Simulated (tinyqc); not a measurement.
Inside a calculation. Model: composition and strain of an epitaxial Si(1-x)Ge(x) layer from Raman and X-ray peaks. Computed by tinyqc, a small Python program that keeps every step. Command: `OMP_NUM_THREADS=1 python tinyqc.py 3003673 3003674 out.jsonl epiraman walk`. One thread of a shared host (Intel(R) Xeon(R) Processor @ 2.30GHz), about 0.01 s of CPU time with the checks. Intermediate numbers are printed to about 6 digits and carried at full precision; extremes and crossings named in words are read from the listed rows.

A (001) layer, biaxially strained in the plane. The Raman peaks follow empirical lines omega = w0 + c1 x + c3 x^3 + b eps (c3 for Si-Ge alone), with eps the in-plane strain.

Inputs (values chosen for the exercise, modelled on silicon-germanium):
```
quantity,value,unit
Ge fraction x,0.4,-
degree of relaxation R,0,-
lattice constant of Si,5.431,angstrom
lattice constant of Ge,5.658,angstrom
bowing B,0.024,angstrom
2 C12/C11 of Si,0.776,-
2 C12/C11 of Ge,0.746,-
Si-Si: w0,520.4,1/cm
Si-Si: c1,-68.7,1/cm
Si-Si: strain coefficient b,-738,1/cm
Si-Ge: w0,400.4,1/cm
Si-Ge: c1,25,1/cm
Si-Ge: c3,-33.8,1/cm
Si-Ge: strain coefficient b,-560,1/cm
Ge-Ge: w0,280.2,1/cm
Ge-Ge: c1,19.2,1/cm
Ge-Ge: strain coefficient b,-460,1/cm
uncertainty of a Raman peak,0.05,1/cm
X-ray wavelength,1.540598,angstrom
```

Substrate: silicon. Pair of peaks used: Si-Si and Si-Ge.

## Lattice constants and strain

Relaxed lattice constant a(x) = a_Si + (a_Ge - a_Si) x - B x (1 - x). In-plane constant a_par = a_sub + R (a(x) - a_sub); eps = a_par/a(x) - 1; eps_perp = -(2 C12/C11) eps with 2 C12/C11 linear in x; a_perp = a(x) (1 + eps_perp).

relaxed constant a(x) = 5.51604 angstrom

substrate constant a_sub = 5.431 angstrom

a_par = 5.431 angstrom

in-plane strain eps = -15.4169 per mille

strain along the normal = 11.7785 per mille

a_perp = 5.58101 angstrom

The layer is under compression in the plane and is stretched along the normal.

## Raman peaks

Insert x and eps in the three lines; the strain part is b eps.

Si-Si peak = 504.298 1/cm

Si-Ge peak = 416.870 1/cm

Ge-Ge peak = 294.972 1/cm

strain parts (1/cm): Si-Si 11.3776, Si-Ge 8.6334, Ge-Ge 7.0918

Read as unstrained, the Si-Si peak would give x = 0.234 in place of 0.4.

## X-ray (004) reflection

Bragg angle theta = arcsin(2 lambda/a) for (004), for the substrate with a_sub and the layer with a_perp; separation in arc seconds.

theta of the substrate = 34.5646 degree

theta of the layer = 33.5102 degree

separation, layer less substrate = -3795.74 arcsec

## Back from two peaks to composition and strain

Unknowns x and eps (per mille). Newton steps: J d = (measured - model), J = [d omega/dx, d omega/d eps] for the two peaks; start at x = 0.5, eps = 0; stop when |d| < 1e-9. The peaks are rounded to 0.001 per cm; R = (a(x)(1 + eps) - a_sub)/(a(x) - a_sub).

peaks used (1/cm): Si-Si 504.298, Si-Ge 416.870

Iterations:
```
step,x,eps (per mille),residual 1 (1/cm),residual 2 (1/cm)
0,0.500000,0.0000,18.248,8.19500e+00
1,0.390851,-14.5657,0.000,5.60059e-01
2,0.399937,-15.4115,0.000,3.29722e-03
3,0.399992,-15.4166,0.000,1.18837e-07
4,0.399992,-15.4166,0.000,0
```

recovered x = 0.399992

recovered eps = -15.4166 per mille

recovered R = 0

## Which pair of peaks is best

For each pair invert J = [d omega/dx, d omega/d eps] at the true x. Independent errors of the given size in both peaks give sigma_x and sigma_eps = uncertainty x (norm of the rows of the inverse of J).

Error propagation:
```
pair,det J,sigma_x,sigma_eps (per mille)
Si-Si and Si-Ge,44.9487,0.00103052,0.0770415
Si-Si and Ge-Ge,45.7716,9.49959e-04,0.0779223
Si-Ge and Ge-Ge,6.71504,0.00539615,0.157189
```

The pair Si-Si and Ge-Ge fixes x best (sigma_x = 9.5e-4) and Si-Ge and Ge-Ge worst (0.0054), a factor 5.7. Strain moves all peaks the same way, so a good pair needs different ratios of composition slope to strain coefficient, best of opposite sign; the slopes here are -68.7, 8.8 and 19.2 per cm for Si-Si, Si-Ge and Ge-Ge. Errors in the coefficients themselves are not counted.

## Relaxation at fixed composition

(004) Bragg angle theta = arcsin(2 lambda/a), with a = a_perp for the layer and a_sub for the substrate; separation = layer less substrate. The apparent x is the one that a fully strained layer (R = 0) would need to give the same a_perp.

Signatures:
```
R,eps (per mille),Si-Si (1/cm),Ge-Ge (1/cm),a_perp (angstrom),(004) separation (arcsec),apparent x if R = 0 is assumed
0.00,-15.4169,504.298,294.972,5.58101,-3795.74,0.400000
0.15,-13.1043,502.591,293.908,5.57126,-3556.74,0.374916
0.30,-10.7918,500.884,292.844,5.56152,-3316.72,0.349715
0.50,-7.7084,498.609,291.426,5.54853,-2995.09,0.315930
0.70,-4.6251,496.333,290.008,5.53553,-2671.61,0.281929
0.85,-2.3125,494.627,288.944,5.52579,-2427.78,0.256285
1.00,0.0000,492.920,287.880,5.51604,-2182.89,0.230516
```

Full relaxation moves the Si-Si peak by -11.38 per cm and shrinks the X-ray separation to 58 % of its strained value, about 1/(1 + 2 C12/C11). A symmetric reflection alone cannot part x from R: a relaxed layer read as strained gives x = 0.231 in place of 0.4. An asymmetric reflection or a second peak is needed.

Checks made by the program: recovered composition (relative difference 2e-05).
